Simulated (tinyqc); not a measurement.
# Ellipsometry and reflectance of a transparent film on an absorbing substrate: what changes with what

Air (index 1), film, substrate with N2 = n2 - i k2; time factor exp(+i w t). q_j = sqrt(N_j^2 - sin^2 th), root with positive real part. Fresnel coefficients r_s = (q_a - q_b)/(q_a + q_b), r_p = (N_b^2 q_a - N_a^2 q_b)/(N_b^2 q_a + N_a^2 q_b). tan(Psi) exp(i Delta) = R_p/R_s, Delta taken from 0 to 360 degrees.

Inputs (values chosen for the exercise); indices close to those of hafnium oxide on silicon: wavelength lam = 632.8 nm; angle of incidence th = 70 degrees; index of the transparent film n1 = 2.041; film thickness d = 200 nm; index of the substrate n2 = 3.882; extinction coefficient of the substrate k2 = 0.019.

Each table varies one quantity; the others keep the values above.

## Psi and Delta against the film thickness

beta = 2 pi d q1/lam, X = exp(-2 i beta), R = (r01 + r12 X)/(1 + r01 r12 X) for p and s. The last column is the derivative of Delta.

Results:
```
d (nm),Psi (degrees),Delta (degrees),|R_p|^2,|R_s|^2,dDelta/dd (degrees/nm)
0,10.57,179.2,0.02420,0.6947,-3.466
19,13.62,121.8,0.03943,0.6713,-2.383
38,19.65,85.93,0.07558,0.5927,-1.525
57,27.04,59.96,0.1140,0.4377,-1.316
76,37.21,29.19,0.1384,0.2401,-2.194
94,39.31,340.9,0.1409,0.2102,-2.567
113,29.04,305.7,0.1210,0.3925,-1.379
132,21.14,280.2,0.08454,0.5652,-1.427
170,10.76,195.1,0.02505,0.6935,-3.372
```

Estimate the missing row, d = 151 nm.

Computed row:
```
d (nm),Psi (degrees),Delta (degrees),|R_p|^2,|R_s|^2,dDelta/dd (degrees/nm)
151,14.83,247.6,0.04620,0.6591,-2.124
```

With this row back in the table: Psi goes from 10.6 through a maximum of 39.3 (at d = 94 nm among the rows listed) to 10.8 degrees. The period is 174.6 nm, after which Psi and Delta return to the values of the bare substrate, so one angle and wavelength fix d only up to a multiple of it. The size of the slope of Delta runs from 1.32 to 3.47 degrees/nm among the rows; Delta is counted modulo 360 degrees, and sharper features can lie between the rows.

## Effect of the index of the transparent film

Same model as above.

dDelta/dd is the derivative of Delta; period lam/(2 q1).

Result of one run:
```
n1,Psi (degrees),Delta (degrees),|R_p|^2,|R_s|^2,dDelta/dd (degrees/nm),period (nm)
2.45,21.51,25.83,0.06024,0.3881,-2.582,139.8
```

What becomes of these results when the index of the transparent film n1 is changed from 2.45 to 1.85, all else the same?

Result of the changed run:
```
n1,Psi (degrees),Delta (degrees),|R_p|^2,|R_s|^2,dDelta/dd (degrees/nm),period (nm)
1.85,10.60,174.2,0.02434,0.6946,-3.432,198.5
```

The whole series:
```
n1,Psi (degrees),Delta (degrees),|R_p|^2,|R_s|^2,dDelta/dd (degrees/nm),period (nm)
1.25,58.68,199.6,0.2801,0.1037,2.268,383.8
1.45,34.54,278.8,0.2071,0.4373,-0.1545,286.5
1.65,18.45,256.0,0.07239,0.6501,-1.315,233.3
1.85,10.60,174.2,0.02434,0.6946,-3.432,198.5
2.05,15.76,105.9,0.05160,0.6482,-1.968,173.7
2.25,20.45,68.07,0.07208,0.5185,-1.746,154.8
2.45,21.51,25.83,0.06024,0.3881,-2.582,139.8
2.65,15.41,333.2,0.03406,0.4484,-2.991,127.7
```

Psi moves up and down between 10.6 and 58.7 degrees and |R_p|^2 moves up and down between 0.0243 and 0.280. The slope of Delta is largest in size, 3.43 degrees/nm, at n1 = 1.85 among the rows.

Computed by the program tinyqc: `OMP_NUM_THREADS=1 python tinyqc.py 2870215 2870216 out.jsonl`, one thread of a shared Intel Xeon 2.30GHz, about 0.3 s for the whole run.
